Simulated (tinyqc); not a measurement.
## Schottky diode by the thermionic emission-diffusion theory: effect of the doping

Metal on an n-type semiconductor with one parabolic valley; V > 0 is forward bias (metal positive). The band bends as a parabola over the depletion layer, by Vd = Vbi - V; no image force. Carriers drift and diffuse up to the interface and leave it with the velocity vR.

A* = 4 pi q me m0 kB^2/h^3 (times 1e-4 for A/(cm^2 K^2)); Nc = 2 (2 pi me m0 kB T/h^2)^1.5 (times 1e-6 for cm^-3); Vbi = phi - Vt ln(Nc/Nd); vR = A* T^2/(q Nc). LD = sqrt(eps0 eps_r Vt/(q Nd)), a = sqrt((Vbi - V)/Vt), D(a) = exp(-a^2) int_0^a exp(s^2) ds (Dawson), vD = mun Vt/(sqrt(2) LD D(a)). J = q Nc [vR vD/(vR + vD)] exp(-phi/Vt) [exp(V/Vt) - 1].

Inputs (values chosen for the exercise); band and dielectric values those of a made-up semiconductor:
```
symbol   value        unit                             meaning
T          300           K                         temperature
me      0.0804          m0                       electron mass
eps_r     10.4                           relative permittivity
mun        390  cm^2/(V s)                   electron mobility
phi       0.44          eV  barrier height seen from the metal
V         0.23           V                                bias
```

Constants: q = 1.602176634e-19 C, kB = 1.380649e-23 J/K, h = 6.62607015e-34 J s, m0 = 9.1093837015e-31 kg, Vt = kB T/q, eps0 = 8.8541878128e-14 F/cm where lengths are in cm. Results are converted to the units shown.

The same in every row: vR (cm/s) = 9.487e6.

Result of one run:
```
Nd (cm^-3)  vD (cm/s)  vD/(vR + vD)  J (A/cm^2)
3.9e15        3.261e6        0.2558       65.97
```

What becomes of these results when the donor density Nd is changed from 3.9e15 to 4.8e16 cm^-3, all else the same?

Result of the changed run:
```
Nd (cm^-3)  vD (cm/s)  vD/(vR + vD)  J (A/cm^2)
4.8e16        1.699e7        0.6417       165.5
```

The whole series:
```
Nd (cm^-3)  vD (cm/s)  vD/(vR + vD)  J (A/cm^2)
1.7e15        1.802e6        0.1596       41.17
3.9e15        3.261e6        0.2558       65.97
9e15          5.794e6        0.3792       97.77
2.1e16        1.010e7        0.5157       133.0
4.8e16        1.699e7        0.6417       165.5
1.1e17        2.813e7        0.7478       192.8
```

vD rises from 1.80e6 to 2.81e7 cm/s, as Nd^(0.66) at fixed mobility, and J rises from 41.2 to 193 A/cm^2, while the pure emission value 258 A/cm^2 does not depend on Nd.

Program tinyqc, `OMP_NUM_THREADS=1 python tinyqc.py 2640108 2640109 out.jsonl`; Intel Xeon 2.30GHz, shared host, one thread, about 0.01 s.
